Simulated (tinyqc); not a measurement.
# Capacitance of parallel on-chip lines from Laplace's equation on a mesh, step by step

Computed by the program tinyqc: `OMP_NUM_THREADS=1 python tinyqc.py 2790120 2790121 out.jsonl`, one thread of a shared Intel Xeon 2.30GHz, about 0.6 s for the whole run. Printed values are rounded.

Cross-section of an endless row of equal lines between two grounded planes; neighbours are driven in antiphase (+1 V and -1 V), so the plane midway between two lines is at 0 V. By symmetry one quarter is solved: x runs from the centre of a line (column 0, mirror) to that midplane (column 4, 0 V), y from the mid-height of the line (row 0, mirror) to the ground plane (row 4, 0 V). The line fills columns 0 to 2 and rows 0 to 2 at 1 V. Cells beside the line (below row 2) have e2, cells above have e1. Each link between nodes has the conductance g = mean permittivity of the two cells beside it (a cell beyond a mirror counts as 0), and the free nodes obey sum g (V_neighbour - V) = 0.

Values chosen for this exercise: relative permittivity above and below the lines e1 = 4.2; relative permittivity between the lines e2 = 7; over-relaxation factor om = 1.

Constants: eps0 = 8.8541878128e-12 F/m. Results are converted to the units shown.

## Link conductances

gx[j, i] joins node (row j, column i) to column i + 1, gy[j, i] to row j + 1.

gx:
```
       col 0  col 1  col 2  col 3
row 0    3.5    3.5    3.5    3.5
row 1      7      7      7      7
row 2    5.6    5.6    5.6    5.6
row 3    4.2    4.2    4.2    4.2
row 4    2.1    2.1    2.1    2.1
```

gy:
```
       col 0  col 1  col 2  col 3  col 4
row 0    3.5      7      7      7    3.5
row 1    3.5      7      7      7    3.5
row 2    2.1    4.2    4.2    4.2    2.1
row 3    2.1    4.2    4.2    4.2    2.1
```

## Iteration 1: relaxation sweep

V at the start (V):
```
       col 0  col 1  col 2  col 3  col 4
row 0      1      1      1      0      0
row 1      1      1      1      0      0
row 2      1      1      1      0      0
row 3      0      0      0      0      0
row 4      0      0      0      0      0
```

One sweep visits the free nodes row by row from row 0, left to right, and replaces V by V + om (weighted mean of the neighbours - V), using new values at once.

V after sweep 1 (V):
```
         col 0    col 1    col 2    col 3    col 4
row 0  1.00000  1.00000  1.00000  0.25000  0.00000
row 1  1.00000  1.00000  1.00000  0.31250  0.00000
row 2  1.00000  1.00000  1.00000  0.34766  0.00000
row 3  0.25000  0.31250  0.32812  0.16895  0.00000
row 4  0.00000  0.00000  0.00000  0.00000  0.00000
```

## Iteration 2: relaxation sweep

As before.

V after sweep 2 (V):
```
         col 0    col 1    col 2    col 3    col 4
row 0  1.00000  1.00000  1.00000  0.40625  0.00000
row 1  1.00000  1.00000  1.00000  0.43848  0.00000
row 2  1.00000  1.00000  1.00000  0.41870  0.00000
row 3  0.40625  0.43359  0.40063  0.20483  0.00000
row 4  0.00000  0.00000  0.00000  0.00000  0.00000
```

## Course of the relaxation

Stop when no node changes by 1e-7 V. C = 4 eps0 sum g (difference of V along the link)^2, in aF/um.

Course of the iteration:
```
sweep  C (aF/um)  largest change (V)
1        560.623               0.348
2        508.893               0.156
3        503.606              0.0630
4        503.243              0.0168
5        503.219             4.24e-3
6        503.218             1.06e-3
7        503.218             2.66e-4
8        503.218             6.66e-5
9        503.218             1.66e-5
10       503.218             4.16e-6
11       503.218             1.04e-6
12       503.218             2.60e-7
13       503.218             6.50e-8
```

Converged in 13 sweeps. Over the last four sweeps the change shrinks by about 0.25 a sweep. C comes down from above, since the solution minimises the energy.

## Capacitance per length

converged V (V):
```
         col 0    col 1    col 2    col 3    col 4
row 0  1.00000  1.00000  1.00000  0.49166  0.00000
row 1  1.00000  1.00000  1.00000  0.48331  0.00000
row 2  1.00000  1.00000  1.00000  0.44159  0.00000
row 3  0.48909  0.47818  0.42362  0.21630  0.00000
row 4  0.00000  0.00000  0.00000  0.00000  0.00000
```

C = 4 eps0 sum g (difference of V)^2 over all links (twice the energy of the four quarters, line at 1 V). Plate estimate without fringing: eps0 [2 e1 w/hd + 2 e2 t/(s/2)], w = 4 hx, t = 4 hx, s/2 = 2 hx, hd = 2 hx.

C = 503.218 aF/um
plate estimate = 396.668 aF/um

C depends on the shape only, not on the mesh step hx. Meshes 6, 12 and 24 times finer extrapolate (Aitken) to 482.5 aF/um; this mesh is 4.3 % above that, and the plate estimate is 18 % below it.
